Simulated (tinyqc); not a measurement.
Length of a polyene: Hueckel, PPP and singles CI along the polyenes. Computed by the program tinyqc. Hueckel uses the same beta without repulsion; CIS keeps all single excitations and so misses the low, doubly excited 2Ag state. W is the valence ionisation energy of a centre, MN the Mataga-Nishimoto formula, f the oscillator strength.

All-trans chains of carbon centres 1.40 angstrom apart:
```
parameter                               value
beta (eV), times 1 +/- alternation  -2.210000
alternation                          0.030000
W (eV)                              11.160000
gamma_rr (eV)                       10.160000
repulsion formula                          MN
```

Gaps and excitations (eV):
```
centres  Hueckel gap  PPP orbital gap  bright singlet (CIS)      f  lowest triplet (CIS)
2              4.553            9.664                 7.077  0.607                 2.028
4              2.888            7.430                 5.008  1.007                 1.201
6              2.131            6.298                 4.017  1.431                 0.828
8              1.703            5.612                 3.427  1.836                 0.624
10             1.429            5.153                 3.032  2.217                 0.498
12             1.238            4.826                 2.749  2.574                 0.415
```

What does the comparison show, and why?

The Hueckel gap tends to 4 x alternation x |beta| = 0.27 eV for long chains. Exchange opens the PPP orbital gap, and the attraction of electron and hole brings the bright state 2.08 eV below it at 12 centres; the triplet lies 2.33 eV lower still.
